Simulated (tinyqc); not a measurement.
Dispersion against the sound-wave line: Born-von Karman spring model of a cubic crystal with one atom per cell. Computed by tinyqc, a small Python program. Command: `OMP_NUM_THREADS=1 python tinyqc.py 3009111 3009112 out.jsonl springs walk`. One thread of a shared host (Intel(R) Xeon(R) Processor @ 2.30GHz), about 0.09 s of CPU time with the checks.

First neighbours lie at a/2 (1,1,0) (12 of them), second at a (1,0,0) (6), with all permutations and signs; the volume per atom is Omega = a^3/4.

Inputs (values chosen for the exercise, for a model crystal): atomic mass M = 97.3 u; radial spring k1L = 0.711 eV/angstrom^2; transverse spring k1T = 0.056 eV/angstrom^2; radial spring k2L = 0.096 eV/angstrom^2; transverse spring k2T = -0.0052 eV/angstrom^2.

Lattice: fcc.

Constants: nu for 1 eV/(angstrom^2 u) = 15.6333042 THz.

Method:
- A neighbour at R with unit vector n couples by the matrix K(R) = kL n n^T + kT (1 - n n^T), and D(q) = (1/M) sum_R K(R) [1 - cos(q.R)].
- An eigenvalue lambda of D in eV/(angstrom^2 u) gives nu = 15.6333042 THz x sqrt(lambda).
- The last column divides the top branch by the straight line with its slope at G. End points in 2 pi/a: X = (1, 0, 0), L = (0.5, 0.5, 0.5).

Frequencies (THz) along two lines:
```
line  fraction of the way    nu 1    nu 2    nu 3  nu 3 / linear
G-X                  0.10  0.4595  0.4595  0.6850        0.99345
G-X                  0.25  1.1257  1.1257  1.6551        0.96010
G-X                  0.40  1.7332  1.7332  2.4894        0.90256
G-X                  0.55  2.2485  2.2485  3.1389        0.82765
G-X                  0.70  2.6414  2.6414  3.5871        0.74315
G-X                  0.85  2.8878  2.8878  3.8434        0.65573
G-X                  1.00  2.9718  2.9718  3.9259        0.56934
G-L                  0.10  0.3780  0.3780  0.6200        0.99589
G-L                  0.25  0.9247  0.9247  1.5168        0.97450
G-L                  0.40  1.4203  1.4203  2.3297        0.93549
G-L                  0.55  1.8374  1.8374  3.0139        0.88016
G-L                  0.70  2.1529  2.1529  3.5316        0.81033
G-L                  0.85  2.3495  2.3495  3.8541        0.72827
G-L                  1.00  2.4163  2.4163  3.9636        0.63662
```

What does the comparison show, and why?

Along G-X the top branch ends at 57 % of its linear extrapolation. Along G-L the top branch ends at 64 % of its linear extrapolation, which is the 2/pi of a pure sine: planes normal to this line couple to their next planes alone. A Debye model keeps the straight line throughout.
